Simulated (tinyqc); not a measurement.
What each parameter does: Wannier functions of a composite (isolated) pair of valence bands (bonds of an sp chain).

Each atom has a hybrid pointing left (<) and right (>). H(k): diagonal +V3 on A, -V3 on B; <A<|A>> = -V1a, <B<|B>> = -V1b, <A>|B<> = -V2, <B>|A<> = -V2p exp(ik); k in 1/a, Bloch sums with exp(ikR). The two lowest bands are filled. Trial functions in cell 0: g1 = cos(c) A> + sin(c) B<, and g2 = sin(c) B> + cos(c) A< of cell 1, whose Bloch vector has cos(c) exp(-ik) on A<. Projection A_mn = <psi_m|g_n>, S = A^+ A, Loewdin U = A S^(-1/2), Bloch-like states w_n = sum_m psi_m U_mn, H_W(k) = U^+ diag(E) U. P = sum_m |psi_m><psi_m| is free of phase choices, and S = g^+ P g, w = P g S^(-1/2).

Values chosen for the exercise: V2 = 4.6 eV (coupling in the bond A-B inside the cell); V2p = 4.06 eV (coupling in the bond to the next cell); V1a = 1.17 eV (coupling of the two hybrids on A); V1b = 0.61 eV (the same on B); V3 = 1.44 eV (A at +V3, B at -V3); c = 65 degrees (trial bonds cos(c) on A, sin(c) on B); xb = 0.51 a (position of B (A at 0)).

N = 12: centres, total spread (point-like hybrids at R and R + xb) and H_12(0).

One parameter was then changed.

Results before and after:

| case | centre 1 (a) | centre 2 (a) | total spread (a^2) | H_12(0) (eV) |
|---|---|---|---|---|
| base | 0.3283 | 0.6758 | 0.1154 | -0.3968 |
| changed | 0.3468 | 0.6565 | 0.1086 | -0.4201 |

Which of these changes was made? (a) xb = 0.56 a; (b) V2p = 4.46 eV; (c) V1a = 1.37 eV; (d) V2 = 5 eV; (e) V1b = 0.81 eV; (f) V3 = 1.84 eV.

Answer: (f) V3 = 1.84 eV. Of the candidates, run in turn, only this one gives the changed row.

All candidates:

| case | centre 1 (a) | centre 2 (a) | total spread (a^2) | H_12(0) (eV) |
|---|---|---|---|---|
| base | 0.3283 | 0.6758 | 0.1154 | -0.3968 |
| V2 = 5 eV | 0.3229 | 0.6755 | 0.1160 | -0.3933 |
| V2p = 4.46 eV | 0.3286 | 0.6822 | 0.1162 | -0.3933 |
| V1a = 1.37 eV | 0.3272 | 0.6768 | 0.1162 | -0.3952 |
| V1b = 0.81 eV | 0.3284 | 0.6756 | 0.1159 | -0.5267 |
| V3 = 1.84 eV | 0.3468 | 0.6565 | 0.1086 | -0.4201 |
| xb = 0.56 a | 0.3605 | 0.7089 | 0.1173 | -0.3968 |

(tinyqc, `OMP_NUM_THREADS=1 python tinyqc.py 1450680 1450681 out.jsonl`, Intel(R) Xeon(R) Processor @ 2.30GHz, 1 thread, shared host, about 0.2 s.)
